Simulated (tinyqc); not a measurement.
Undoped symmetric double-gate MOSFET, analytic potential model: one step of the calculation.

An undoped body of thickness ts between two equal insulators and tied gates; long channel, electrons only, n = ni exp((psi - V)/Vt) with V the quasi-Fermi potential (0 at the source, Vd at the drain), constant mobility, no quantisation. Across the body psi(x) = V - 2 Vt ln[(ts/(2 beta)) sqrt(q ni/(2 eps0 eps_r Vt)) cos(2 beta x/ts)], x from the centre. Q is the electron charge per area of the whole body.

Problem. beta at the source by Newton steps in z = ln(tan beta). With V = 0, t = exp(z), beta = arctan(t): f = ln(beta) + (1/2) ln(1 + t^2) + 2 r beta t - (Vg - V0)/(2 Vt); with c = t/(1 + t^2), df/dz = c/beta + t c + 2 r t (c + beta); z(new) = z - f/(df/dz).

Values chosen for this exercise:
- T = 350 K (temperature)
- Vg = 0.79 V (gate voltage)

Constants: q = 1.602176634e-19 C, kB = 1.380649e-23 J/K, Vt = kB T/q. Results are converted to the units shown.

z at the start = -1
r = 1.0387885
V0 = 0.66018568 V

Wanted: beta; f; df/dz; z after iteration 1.

Solution.

beta = 0.35251
f = -2.8618
df/dz = 1.5555
z after iteration 1 = 0.83984

tinyqc, about 0.02 s, one thread, Intel Xeon 2.30GHz (shared host): `OMP_NUM_THREADS=1 python tinyqc.py 2440102 2440103 out.jsonl`
